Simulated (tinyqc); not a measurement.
# Thermal and gravitational stress in a wafer during furnace and rapid thermal processing, and the onset of slip, step by step

A worked calculation. Computed by tinyqc, a small Python program that keeps every step. Command: `OMP_NUM_THREADS=1 python tinyqc.py 3020720 3020721 out.jsonl slip walk`. One thread of a shared host (Intel(R) Xeon(R) Processor @ 2.30GHz), about 0.01 s of CPU time with the checks. Intermediate numbers are printed to about 5 digits and carried at full precision; extremes and crossings named in words are read from the listed rows.

A thin free disc in plane stress, isotropic; T(r) = T_centre + dT (r/R)^n with n = 2. Stress is positive in tension; sigma_SB = 5.670374419e-8 W/(m^2 K^4), g = 9.80665 m/s^2.

Inputs (values chosen for the exercise, modelled on silicon): wafer radius R = 150 mm; thickness t = 775 micrometre; Young's modulus E = 146 GPa; Poisson ratio nu = 0.22; expansion alpha = 4.47 1e-6/K; edge less centre temperature dT = -11 K; temperature T = 1075 K; prefactor A of the critical stress = 0.00028 MPa; energy U of the critical stress = 1.02 eV; density rho = 2330 kg/m^3; heat capacity c = 912 J/(kg K); conductivity k = 26.8 W/(m K); wafer spacing s = 14 mm; ramp rate = 23 K/min; radius of the support ring over R = 0.67.

Temperature profile: parabolic.

Constants: k_B = 8.617333262e-05 eV/K.

## Thermal stress

With x = r/R: s_rr = alpha E dT (1 - x^n)/(n + 2), s_tt = alpha E dT [1 - (n + 1) x^n]/(n + 2).

Temperature and stresses at r/R = 0, 0.3, 0.5, 0.7, 0.8, 0.9, 0.95, 1:
```
r/R   T - T_centre (K)  s_rr (MPa)  s_tt (MPa)
0.00            0.0000     -1.7947     -1.7947
0.30           -0.9900     -1.6332     -1.3101
0.50           -2.7500     -1.3460     -0.4487
0.70           -5.3900     -0.9153      0.8435
0.80           -7.0400     -0.6461      1.6511
0.90           -8.9100     -0.3410      2.5664
0.95           -9.9275     -0.1750      3.0645
1.00          -11.0000      0.0000      3.5894
```

hoop stress at the edge = 3.58941 MPa

r/R where s_tt = 0 = 0.57735

The cold edge is stretched; the edge stress is n times that at the centre in size.

## Resolved stress round the edge

At the edge the stress is uniaxial along the tangent d = (cos phi, sin phi, 0) of a (001) wafer; the Schmid factor is the largest |(d.n)(d.b)| over the twelve {111}<110> systems.

Schmid factor and resolved stress at phi = 0, 7.5, 15, 22.5, 30, 37.5 and 45 degrees from [100]:
```
phi from [100] (degrees)  Schmid factor  resolved stress (MPa)
0.0                             0.40825                 1.4654
7.5                             0.45412                 1.6300
15.0                            0.48296                 1.7336
22.5                            0.49280                 1.7689
30.0                            0.48296                 1.7336
37.5                            0.45412                 1.6300
45.0                            0.40825                 1.4654
```

The factor is 1/sqrt(6) = 0.408 along <100> and <110> and peaks at 0.4928 at 22.5 degrees, so slip, if any, starts at eight places between these directions.

## Slip criterion

Critical resolved stress tau_c = A exp(U/(k_B T)), a form chosen for the exercise; slip when 0.492799 |s_tt(R)| > tau_c; allowed |dT| = tau_c (n + 2)/(0.492799 n alpha E).

critical stress tau_c = 16.947 MPa

resolved over critical stress = 0.10438

allowed |dT| = 105.39 K

No slip; the margin is a factor 9.6.

## Ramp rate in a batch furnace

In a stack heated from the rim, heat flows inward by conduction and by radiation between wafers: k_eff = k + (16/3) sigma_SB T^3 s^2/t (a diffusion estimate with the spacing as path length). A steady ramp gives the parabolic lag dT = rho c (ramp) R^2/(4 k_eff); the allowed ramp uses n = 2.

k_eff = 121.81 W/(m K)

lag of the centre = 37.614 K

allowed ramp rate = 64.441 K/min

Radiation carries 78 % of the inward flow. The ramp is 0.36 of the allowed one.

## Gravity

Own weight q = rho g t on a ring of radius b R, x = r/R: moments of an edge-supported plate, M_r = q R^2 (3 + nu)(1 - x^2)/16 and M_t = q R^2 [(3 + nu) - (1 + 3 nu) x^2]/16, less the uniform moment inside the ring load, q R^2 [(1 - nu)(1 - b^2) - 2 (1 + nu) ln b]/8; stress at the lower face = 6 M/t^2.

stress at the centre = 0.10099 MPa

radial stress at the ring = -0.25859 MPa

hoop stress at the ring = -0.084386 MPa

The largest of these is 0.0076 tau_c when halved for shear. Point supports give far higher local stress than a ring.

## Position of the support ring

The formulas are those given above.

Stress at the lower face (MPa):
```
b       centre  radial at ring  hoop at ring  largest in size
0.40  -0.63731        -0.76547      -0.70338          0.76547
0.50  -0.33149        -0.53175      -0.43473          0.53175
0.60  -0.06747        -0.35584      -0.21613          0.35584
0.65   0.05395        -0.28448      -0.12052          0.28448
0.70   0.17011        -0.22239      -0.03223          0.22239
0.75   0.28200        -0.16857       0.04972          0.28200
0.80   0.39043        -0.12223       0.12614          0.39043
0.90   0.59938        -0.04944       0.26489          0.59938
1.00   0.80102         0.00000       0.38807          0.80102
```

Among these rows the largest stress is least, 0.222 MPa, for a ring at 0.7 R, 3.6 times below edge support: the overhang balances the sag of the centre. All values scale as R^2/t.

## Limits against temperature

The formulas are those given above.

For the parabolic profile:
```
T (K)  tau_c (MPa)  allowed |dT| (K)  k_eff (W/(m K))  allowed ramp (K/min)
1050        22.026            136.98           115.34                79.304
1125        10.389             64.60           135.70                44.006
1200         5.382             33.47           158.96                26.708
1275         3.013             18.74           185.32                17.430
1350         1.799             11.19           214.98                12.071
1425         1.134              7.05           248.11                 8.782
1500         0.749              4.65           284.93                 6.658
```

From 1050 to 1500 K the allowed difference falls 29 times and the allowed ramp 12 times; radiation, which grows as T^3, gives back a factor 2.47. Ramps must slow as the wafer gets hotter.

Checks made by the program: force balance: the hoop stress integrates to zero (added to the edge stress) (relative difference below 1e-10).
